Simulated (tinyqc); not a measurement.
Hubbard chain of 4 sites, step by step. Computed by tinyqc, a small Python program that keeps every step. Settings: hopping = 1.86, U = 5.8, mixing = 0.5, iteration cap = 87. Command: `OMP_NUM_THREADS=1 python tinyqc.py 25512 25513 out.jsonl` (the two numbers bound the seeds that draw the settings). One thread of a shared host (Intel(R) Xeon(R) Processor @ 2.60GHz), about 0.2 s of CPU time with the checks.

one-body matrix (hopping and site energies) (eV):
```
          1         2         3         4
1   0.33000  -1.86000   0.00000   0.00000
2  -1.86000  -0.62000  -1.86000   0.00000
3   0.00000  -1.86000   0.43000  -1.86000
4   0.00000   0.00000  -1.86000  -0.22000
```

U = 5.80000 eV

electrons, up and down: 2  1

n(up) at the start (a guess, not normalised): 1 0.55000, 2 0.45000, 3 0.55000, 4 0.45000

n(down) at the start (a guess): 1 0.20000, 2 0.30000, 3 0.20000, 4 0.30000

Each step fills the lowest levels of T + U n(other spin) and sets n(new) = n + mixing (n(out) - n); stop when output and input agree to 1e-8.

Course of the cycle:
```
iteration      E (eV)  largest |n(out) - n(in)|  mean |n_up - n_down|
1          -4.3503211                  1.96e-01               0.25000
2          -4.5255590                  1.08e-01               0.25000
3          -4.5928564                  1.00e-01               0.26765
4          -4.6360607                  8.50e-02               0.28144
5          -4.6623675                  6.75e-02               0.29154
6          -4.6779194                  5.15e-02               0.30663
7          -4.6869899                  3.83e-02               0.32269
8          -4.6922418                  2.80e-02               0.33484
9          -4.6952658                  2.08e-02               0.34400
10         -4.6969980                  1.57e-02               0.35088
11         -4.6979856                  1.18e-02               0.35605
...               ...                       ...                   ...
77         -4.6992754                  3.97e-07               0.37174
78         -4.6992754                  3.55e-07               0.37174
79         -4.6992754                  3.17e-07               0.37174
80         -4.6992754                  2.83e-07               0.37174
81         -4.6992754                  2.53e-07               0.37174
82         -4.6992754                  2.26e-07               0.37174
83         -4.6992754                  2.02e-07               0.37174
84         -4.6992754                  1.80e-07               0.37174
85         -4.6992754                  1.61e-07               0.37174
86         -4.6992754                  1.44e-07               0.37174
87         -4.6992754                  1.28e-07               0.37174
```

Can the last value be used, and what does the course show?

Not by the stop rule, although the second column moves by less than 1e-07 over the last three steps. Not converged within 87 iterations: the residual falls steadily but slowly, by a factor of about 0.89 a step. The lowest mean-field energy found from random starts is -4.69928 eV. Reruns (cap 100 unless said): mixing 0.2: not converged; mixing 0.9: converged in 61 (E = -4.69928); the original settings with a cap of 400: converged in 110 (E = -4.69928).
